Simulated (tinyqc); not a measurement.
# Width from the threshold shift

Question. Undoped body with a flat potential across it, hard walls, transport along x. Three valley pairs (g = 2 each) with the longitudinal mass along x, y or z. Non-parabolicity enters the subband edges through E (1 + al E) = gamma, so E = 2 gamma/(1 + sqrt(1 + 4 al gamma)); motion within a subband is taken as parabolic with the band-edge mass. Energies are counted from the bulk band edge. gamma = C pi^2 [a^2/(my (t + dl)^2) + b^2/(mz (H + dl)^2)], C = hbar^2/(2 m0). Each subband has N_k = g sqrt(2 mx m0 kB T/(pi hbar^2)); without degeneracy n = exp(EF/Vt) sum N_k exp(-E_k/Vt). Classical value Nc times t H, Nc = sum over valleys of 2 g (m m0 kB T/(2 pi hbar^2))^1.5 with m = (mx my mz)^(1/3). Threshold shift dVT = Vt ln(classical value/sum N_k exp(-E_k/Vt)). Find t and the lowest subband edge.

Parameters, values chosen for the exercise; masses close to those of silicon:
```
symbol,value,unit,meaning
T,300,K,temperature
ml,0.932,m0,longitudinal mass
mt,0.192,m0,transverse mass
al,0,1/eV,non-parabolicity
dl,0.3,nm,widening of the box by penetration into the insulator
H,7.6,nm,height (along z)
```

Constants: q = 1.602176634e-19 C, kB = 1.380649e-23 J/K, hbar = 1.054571817e-34 J s, m0 = 9.1093837015e-31 kg, Vt = kB T/q, hbar^2/(2 m0) = 0.0380998212 eV nm^2. Results are converted to the units shown.

dVT = 51.550387 mV

Answer. dVT is evaluated for trial values of t with all subbands; between 1.5 and 25 nm one value matches.

t = 5.10 nm
E_1 = 45.2 meV

tinyqc, about 0.2 s, one thread, Intel Xeon 2.30GHz (shared host): `OMP_NUM_THREADS=1 python tinyqc.py 2350082 2350083 out.jsonl`
